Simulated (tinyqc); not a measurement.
# A spin-degenerate level with charging energy between two leads, rate equations: two studies

States 0, up, down and 2 with energies 0, e1 - Ez/2, e1 + Ez/2 and 2 e1 + U. mu_L = +V/2, mu_R = -V/2 (meV), f(x) = 1/(1 + exp(x/kB T)). A transition that adds one electron of given spin at the energy E has the rate G f(E - mu) from each lead, and its reverse G [1 - f(E - mu)]. I counts electrons leaving the left lead, times q.

Values chosen for this exercise:
```
symbol  value  unit                                 meaning
U         9.8   meV  charging energy of the second electron
GL        3.3  1/ns            tunnel rate to the left lead
GR       0.21  1/ns           tunnel rate to the right lead
T         8.3     K                             temperature
Ez          0   meV                        Zeeman splitting
```

Constants: q = 1.602176634e-19 C, kB = 1.380649e-23 J/K, Vt = kB T/q. Results are converted to the units shown.

Each table varies one quantity; the others keep the values above.

## Shape of a conductance peak

Transition energies: 0-up e1 - Ez/2, 0-down e1 + Ez/2, up-2 e1 + U + Ez/2, down-2 e1 + U - Ez/2. dp/dt = W p; W_ji is the rate from state i to j, and each column sums to zero. Steady state: W p = 0 with sum p = 1. I = q GL sum over transitions i-j of [fL p_i - (1 - fL) p_j]. The conductance is dI/dV at V = 0; the last column divides it by q^2 GL GR/((GL + GR) 4 kB T), the peak of one spinless level.

Shape of a conductance peak:

| e1 (meV) | dI/dV (nS) | mean number | scaled |
|---|---|---|---|
| -12.661 | 1.535 | 1.965 | 0.1388 |
| -12.089 | 3.202 | 1.925 | 0.2896 |
| -11.517 | 6.224 | 1.847 | 0.5629 |
| -10.944 | 10.59 | 1.712 | 0.9576 |
| -10.372 | 14.44 | 1.527 | 1.306 |
| -9.8 | 14.74 | 1.333 | 1.333 |
| -9.228 | 11.20 | 1.183 | 1.013 |
| -8.656 | 6.751 | 1.092 | 0.6106 |
| -8.083 | 3.518 | 1.043 | 0.3181 |
| -7.511 | 1.698 | 1.020 | 0.1536 |
| -6.939 | 0.7909 | 1.009 | 0.07153 |

What does the table show?

The conductance peaks at e1 = -9.8 meV among the rows, with the scaled height 1.33. For U >> kB T the 1-2 peak lies at e1 = -U - (kB T/2) ln 2 = -10.0 meV, with the height 8/(1 + sqrt 2)^2 = 1.373: two spin states on one side of the transition and one state on the other shift and raise it.

## Effect of unequal tunnel rates

Same model as above.

Here e1 = 2.45 meV, Ez = 0 and V = +/- 14.7 mV, so that only the 0-1 transitions lie in the window.

Effect of unequal tunnel rates:

| GR (1/ns) | I at +V (pA) | I at -V (pA) | \|I(+V)/I(-V)\| | (GL + 2 GR)/(2 GL + GR) |
|---|---|---|---|---|
| 0.14 | 21.96 | -41.31 | 0.5317 | 0.5312 |
| 0.31 | 47.44 | -83.55 | 0.5678 | 0.5673 |
| 0.66 | 96.12 | -150.9 | 0.6368 | 0.6364 |
| 1.4 | 185.0 | -242.6 | 0.7628 | 0.7625 |
| 3 | 330.3 | -341.0 | 0.9688 | 0.9688 |
| 6.5 | 524.4 | -421.6 | 1.244 | 1.244 |
| 14 | 718.1 | -472.9 | 1.518 | 1.519 |
| 30 | 866.0 | -501.1 | 1.728 | 1.730 |
| 63 | 956.2 | -515.2 | 1.856 | 1.858 |

The ratio of the two currents rises from 0.532 to 1.86 and differs from the last column by at most 0.095 %. An empty dot can be filled with either spin but a filled one empties in one way, so I = 2 q G_in G_out/(2 G_in + G_out): the current is larger when the slower junction is the entrance.

Range of the model: Rate equations need hbar G well below kB T; cotunnelling and the Kondo effect are left out.

Computed by the program tinyqc: `OMP_NUM_THREADS=1 python tinyqc.py 2780023 2780024 out.jsonl`, one thread of a shared Intel Xeon 2.30GHz, about 0.01 s for the whole run.
